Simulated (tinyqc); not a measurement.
KAI against NLS in time: switching kinetics of a ferroelectric film and the memory window of a ferroelectric gate stack. Computed by tinyqc, a small Python program. Command: `OMP_NUM_THREADS=1 python tinyqc.py 3011387 3011388 out.jsonl feswitch walk`. One thread of a shared host (Intel(R) Xeon(R) Processor @ 2.30GHz), about 0.02 s of CPU time with the checks.

Fields in MV/cm; 1 microcoulomb/cm^2 over eps_0 is 11.29409 MV/cm. In the stack (metal, ferroelectric, interlayer, channel) the channel is taken as a conductor.

Inputs (values chosen for the exercise, for a model hafnia-based film): dimension n = 2; half width w of log10 t = 0.53.

Method. KAI: 1 - exp[-(t/t1)^n]. NLS: the same kernel averaged over the Lorentzian F = (1/pi) w/[(z - log10 t1)^2 + w^2] in z = log10 tau.

Switched share:

| log10(t/t1) | KAI | NLS |
|---|---|---|
| -3.0 | 0.0000 | 0.05864 |
| -2.0 | 0.0001 | 0.08995 |
| -1.0 | 0.0100 | 0.18649 |
| -0.5 | 0.0952 | 0.32316 |
| -0.2 | 0.3284 | 0.45632 |
| 0.0 | 0.6321 | 0.55745 |
| 0.2 | 0.9189 | 0.65261 |
| 0.5 | 1.0000 | 0.76046 |
| 1.0 | 1.0000 | 0.85433 |
| 2.0 | 1.0000 | 0.92110 |
| 3.0 | 1.0000 | 0.94615 |

What does the comparison show, and why?

KAI goes from 10 to 90 % within 0.67 decades of time; a Lorentzian of this width needs about 2 w tan(0.4 pi) = 3.3 decades. Three decades after t1, 5.4 % of the NLS film has not switched, and three decades before it 5.9 % already has: the tails set write margins and disturb errors.
